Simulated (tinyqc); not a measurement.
Straight dislocations in isotropic elasticity: fields, energies, partials, Peierls stress and walls: one step, computed by the program tinyqc. Command: `OMP_NUM_THREADS=1 python tinyqc.py 3010686 3010687 out.jsonl disloc walk`. One thread of a shared host (Intel(R) Xeon(R) Processor @ 2.30GHz), about 0.01 s of CPU time with the checks.

The line runs along z, the glide plane is y = 0, and beta is the angle between b and the line (0 screw, 90 degrees edge): b_e = b sin(beta) along +x with the extra half plane at y > 0, b_s = b cos(beta). Stress is positive in tension.

Task: Line energy and line tension. Energy factor K = G [cos^2(beta) + sin^2(beta)/(1 - nu)]. E = K b^2/(4 pi) ln(R/r0) with R = 1/(2 sqrt(rho)); tension T = E + d^2E/d(beta)^2 = G b^2 [1 + nu - 3 nu sin^2(beta)]/(4 pi (1 - nu)) ln(R/r0). The core energy is taken into r0.

Inputs (values chosen for the exercise, modelled on germanium):
```
quantity                   value      unit
shear modulus G             54.6       GPa
Poisson ratio nu           0.202         -
Burgers vector b               4  angstrom
dislocation density rho  3.8e+14     1/m^2
core radius r0/b             0.5         -
```

Character: 60-degree.

Constants: 1 eV/angstrom^3 = 160.2176634 GPa.

Give: energy factor K; ln(R/r0); line energy E; line tension T; stored energy rho E.

Result:

energy factor K = 64.97 GPa

ln(R/r0) = 4.854

line energy E = 25.06 eV/nm

line tension T = 19.73 eV/nm

stored energy rho E = 1526 kJ/m^3

T/E = 0.79: bowing turns parts of the line towards the cheaper screw character, so it is soft.
